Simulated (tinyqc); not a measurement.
Inside a calculation. Method: plane-wave Kohn-Sham cycle with exchange-only LDA in a layered model solid. One step of it, computed by the program tinyqc.

Task: Iteration 2: potential. V_H(G) = 4 pi rho(G)/G^2 for G != 0 (uniform background); v_x = -(3 rho/pi)^(1/3); V = V_ext + V_H + v_x; Fourier components f(G_m) = (1/N) sum_j f(x_j) exp(-i G_m x_j).

A solid whose potential varies along x alone (atomic units):
```
parameter,value
period a,11.300000
cross-section of the cell,21.000000
electrons per cell,2
grid points,16
"plane waves -n..n, n",2
k points,3
V1 in V1 cos(2 pi x/a),-0.710000
V2 in V2 cos(4 pi x/a),-0.060000
```

density after iteration 1 (e/bohr^3): 0.01091603  0.01036872  0.00917616  0.00816328  0.00769833  0.00759402  0.00758555  0.00758659  0.00758908  0.00758659  0.00758555  0.00759402  0.00769833  0.00816328  0.00917616  0.01036872

Give: Potentials on the grid; V(G_m), m = 0, 1, 2, ....

Result:

Potentials on the grid (hartree):
```
x,V_ext,V_H,v_x,V
0.000,-0.770,0.066,-0.218,-0.923
0.706,-0.698,0.058,-0.215,-0.855
1.413,-0.502,0.039,-0.206,-0.669
2.119,-0.229,0.015,-0.198,-0.413
2.825,0.060,-0.008,-0.194,-0.142
3.531,0.314,-0.026,-0.194,0.094
4.237,0.502,-0.039,-0.193,0.269
4.944,0.614,-0.047,-0.193,0.373
5.650,0.650,-0.050,-0.194,0.407
6.356,0.614,-0.047,-0.193,0.373
7.062,0.502,-0.039,-0.193,0.269
7.769,0.314,-0.026,-0.194,0.094
8.475,0.060,-0.008,-0.194,-0.142
9.181,-0.229,0.015,-0.198,-0.413
9.887,-0.502,0.039,-0.206,-0.669
10.594,-0.698,0.058,-0.215,-0.855
```

V(G_m), m = 0, 1, 2, ... (hartree): -0.200  -0.332  -0.029  0.000  0.000
